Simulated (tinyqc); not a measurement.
# Resistance of a source-drain extension with a graded tip: what changes with what

y runs along the channel, the gate covers y > 0. The doping is N0 for y < y0 and N0 10^(-(y - y0)/la) beyond, uniform over the depth xj. Sheet conductance s(y) = q mu(N) max(N - Nch, 0) xj + (for y > 0) ma Cox Vo, with mu(N) = u0 + (u1 - u0)/(1 + (N/Nr)^au) and Cox = eps0 eox/tox. Current is taken as one-dimensional; depletion of the tip, spreading and the contact are left out. The metallurgical junction lies at yj, where N = Nch.

Parameters, values chosen for the exercise; mobility law close to that of electrons in silicon:
- eox = 3.9 (relative permittivity of the gate insulator (close to silicon dioxide))
- tox = 3 nm (insulator thickness)
- N0 = 2.5e20 cm^-3 (active doping of the extension far from the gate)
- la = 4.9 nm/decade (lateral abruptness)
- xj = 29 nm (depth of the extension)
- Nch = 3.6e17 cm^-3 (channel doping)
- Ls = 24 nm (spacer length)
- Vo = 0.5 V (gate overdrive)
- ma = 85 cm^2/(V s) (mobility of the gate-induced layer)
- u1 = 1414 cm^2/(V s) (mobility at low doping)
- u0 = 68.5 cm^2/(V s) (mobility at high doping)
- Nr = 9.2e16 cm^-3 (reference doping)
- au = 0.711 (exponent)
- Lg = 60 nm (gate length)

Constants: q = 1.602176634e-19 C, eps0 = 8.8541878128e-14 F/cm where lengths are in cm. Results are converted to the units shown.

Each table varies one quantity; the others keep the values above.

## Abruptness at a fixed junction position

R_spacer = integral of dy/s from -Ls to 0, R_ov from 0 to yj, R_channel = (Lg - 2 yj)/(ma Cox Vo), R_total = 2 R_spacer + 2 R_ov + R_channel. Electrical length L_eff = ma Cox dR_total/d(1/Vo); R_series = R_total - L_eff/(ma Cox Vo). y0 is moved with la so that yj stays at 15.024 nm.

The same in every row: yj (nm) = 15.02; R_channel (ohm um) = 612.3.

Results:

| la (nm/decade) | R_spacer (ohm um) | R_ov (ohm um) | R_total (ohm um) | L_eff (nm) | R_series (ohm um) |
|---|---|---|---|---|---|
| 1 | 2.821 | 11.76 | 641.4 | 30.39 | 20.24 |
| 2.3 | 2.821 | 24.77 | 667.5 | 30.96 | 34.67 |
| 3.6 | 2.821 | 37.78 | 693.5 | 31.52 | 49.10 |
| 4.9 | 2.821 | 50.79 | 719.5 | 32.09 | 63.54 |
| 6.1 | 2.971 | 62.66 | 743.5 | 32.61 | 76.87 |
| 7.4 | 4.010 | 74.66 | 769.6 | 33.18 | 91.42 |
| 10 | 9.731 | 95.29 | 822.3 | 34.28 | 121.6 |

Estimate the missing row, la = 8.7 nm/decade.

Computed row:

| la (nm/decade) | R_spacer (ohm um) | R_ov (ohm um) | R_total (ohm um) | L_eff (nm) | R_series (ohm um) |
|---|---|---|---|---|---|
| 8.7 | 6.246 | 85.53 | 795.8 | 33.73 | 106.3 |

With this row back in the table: As la goes from 1 to 10 nm/decade, R_total rises from 641 to 822 ohm um, R_spacer rises from 2.82 to 9.73 ohm um and R_ov rises from 11.8 to 95.3 ohm um. R_total changes on average by 20.1 ohm um for each nm/decade. L_eff exceeds the metallurgical length by 0.437 nm in the first row and 4.33 nm in the last, since the gate also controls the lightly doped tips.

## Effect of the position under the gate where the fall begins

Same model as above.

Effect of the position under the gate where the fall begins:

| y0 (nm) | yj (nm) | R_spacer (ohm um) | R_ov (ohm um) | R_channel (ohm um) | R_total (ohm um) | L_eff (nm) | R_series (ohm um) |
|---|---|---|---|---|---|---|---|
| -6 | 7.924 | 5.382 | 47.52 | 902.5 | 1008 | 46.28 | 62.35 |
| -4 | 9.924 | 3.622 | 49.42 | 820.8 | 926.9 | 42.29 | 62.44 |
| -2 | 11.92 | 2.964 | 50.29 | 739.0 | 845.5 | 38.29 | 62.83 |
| 0 | 13.92 | 2.821 | 50.67 | 657.2 | 764.2 | 34.29 | 63.28 |
| 2 | 15.92 | 2.821 | 50.90 | 575.5 | 682.9 | 30.29 | 63.75 |
| 4 | 17.92 | 2.821 | 51.13 | 493.7 | 601.6 | 26.29 | 64.21 |
| 6 | 19.92 | 2.821 | 51.37 | 411.9 | 520.3 | 22.29 | 64.68 |
| 8 | 21.92 | 2.821 | 51.60 | 330.2 | 439.0 | 18.29 | 65.14 |

As y0 goes from -6 to 8, R_total falls from 1010 to 439 ohm um, L_eff falls from 46.3 to 18.3 nm and R_series rises from 62.3 to 65.1 ohm um. More overlap also shortens the channel and adds capacitance, effects on threshold and speed that are left out.

Program tinyqc, `OMP_NUM_THREADS=1 python tinyqc.py 2282204 2282205 out.jsonl`; Intel Xeon 2.30GHz, shared host, one thread, about 0.06 s.
